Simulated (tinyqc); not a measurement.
Carrier lifetime from Shockley-Read-Hall, radiative, Auger and surface recombination: one step, computed by the program tinyqc.

Energies are counted from the top of the valence band. Boltzmann statistics, full ionisation, and equal excess densities of electrons and holes.

Problem. Steady state under generation. With n = n_0 + dn, p = p_0 + dn and U/dn = 1/tau: (n p - n_i^2)/dn = n_0 + p_0 + dn = s; 1/tau_SRH = s/[tau_p0 (n + n1) + tau_n0 (p + p1)]; 1/tau_rad = B s; 1/tau_Aug = (C_n n + C_p p) s; the rates add, with 1/tau_s. dn solves dn/tau_eff(dn) = G (60 bisections in ln dn between 1e-2 and 1e22 cm^-3); the splitting of the quasi-Fermi levels is k_B T ln(n p/n_i^2).

Inputs (values chosen for the exercise, for a model semiconductor): temperature T = 400 K; radiative coefficient B = 7e-11 cm^3/s; Auger coefficient C_n = 9.9e-31 cm^6/s; Auger coefficient C_p = 4.2e-31 cm^6/s; generation rate G = 7.9e+19 cm^-3 s^-1.

Doping: n-type. Surface term: two equal surfaces.

n_0 = 8.40e+15 cm^-3

p_0 = 2.805825e-16 cm^-3

tau_p0 = 9.166220e-08 s

n1 = 219471.5 cm^-3

tau_n0 = 9.263733e-08 s

p1 = 1.073895e-05 cm^-3

tau_s = 2.702980e-06 s

n_i = 1.535218 cm^-3

Constants: k_B = 8.617333262e-05 eV/K.

Give: steady excess density; lifetime in the steady state; quasi-Fermi splitting under G.

Solution.

steady excess density = 6.661e+12 cm^-3

lifetime in the steady state = 8.432e-08 s

quasi-Fermi splitting under G = 2.252 eV
